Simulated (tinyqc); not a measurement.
Band gaps under pressure and temperature from deformation potentials, step by step. Values are carried at full precision from step to step, so a last printed digit may differ when a step is redone from the rounded ones.

Murnaghan: V/V0 = (1 + Bp P/B0)^(-1/Bp), B0 = (C11 + 2 C12)/3. Each gap moves by a ln(V/V0) with its volume potential a, and falls with temperature by aV T^2/(T + bV) (Varshni); the two effects are added. No change of phase is considered.

Inputs chosen for the exercise (near those of Si, the X and L potentials typical of such crystals; the results hold for these values, not for the real material): C11 = 166 GPa; C12 = 62.8 GPa; Bp = 4.67 (pressure derivative of the bulk modulus); P = 5.7 GPa (pressure); Eg = 4.12 eV (gap at Gamma to the s-like level at 0 K, 0 GPa); EgX = 1.176 eV (gap to X at 0 K, 0 GPa); EgL = 2.078 eV (gap to L at 0 K, 0 GPa); aG = -12.48 eV (volume potential of the Gamma gap); aX = 2 eV (volume potential of the X gap); aL = -3.16 eV (volume potential of the L gap); aV = (0.377, 0.461, 0.454) meV/K (Varshni alpha of Gamma, X, L); bV = (126, 644, 311) K (Varshni beta of Gamma, X, L); T = 200 K (temperature); aT = 2.5 1e-6/K (linear thermal expansion near 300 K).

## Volume under pressure

Give B0, V/V0, ln(V/V0), the change of the lattice constant and the linear estimate -P/B0.

B0 = 97.20 GPa
V/V0 = 0.94949
ln(V/V0) = -0.05183
change of a = -1.713 %
-P/B0 = -0.05864

The stiffening under pressure makes the compression 11.6 % smaller than the linear estimate.

## Gaps at P and T

Give both shifts and the gaps.

pressure shifts (eV): Gamma 0.6468, X -0.1037, L 0.1638

temperature shifts (eV): Gamma -0.0463, X -0.0218, L -0.0355

gaps (eV): Gamma 4.7206, X 1.0505, L 2.2062

The lowest valley is X (indirect gap), 1156 meV below L; at 0 K and 0 GPa it is X.

## Pressure coefficients

Expand in P: E = E0 + c1 P + c2 P^2 with c1 = -a/B0 and c2 = a Bp/(2 B0^2).

c1 (meV/GPa): Gamma 128.40, X -20.58, L 32.51

c2 (meV/GPa^2): Gamma -3.084, X 0.494, L -0.781

Gamma and L rise under pressure and X falls, as the signs of the volume potentials say.

## Pressures at which the valleys cross

Two gaps meet at ln(V/V0) = -(E_i - E_j)/(a_i - a_j), with the gaps at T and P = 0; then P = (B0/Bp)(exp(-Bp ln(V/V0)) - 1). A dash marks expansion or a compression beyond ln(V/V0) = -0.3.

Crossings:
```
pair     E_i - E_j (eV)  ln(V/V0)  P (GPa)
Gamma-X          2.9196    0.2016        -
Gamma-L          2.0313    0.2179        -
L-X              0.8883    0.1722        -
```

The lowest valley stays X down to ln(V/V0) = -0.3, far beyond the phase change of the real crystal near 12 GPa.

## How much of dE/dT is thermal expansion

At 300 K: dE/dT = -aV T (T + 2 bV)/(T + bV)^2; expansion alone gives 3 aT a; the rest is electron-phonon coupling.

dE/dT (meV/K): Gamma -0.3440, X -0.2464, L -0.3364

from expansion (meV/K): Gamma -0.0936, X 0.0150, L -0.0237

remainder (meV/K): Gamma -0.2504, X -0.2614, L -0.3127

Expansion supplies 27 % of the slope at Gamma and 7 % at L; at X it works against the fall.

## Checks

- Slope of the Gamma gap at P = 0 by finite differences against c1 (meV/GPa): both 128.40.

(tinyqc, `OMP_NUM_THREADS=1 python tinyqc.py 1080616 1080617 out.jsonl`, Intel(R) Xeon(R) Processor @ 2.30GHz, 1 thread, shared host, about 0.01 s.)
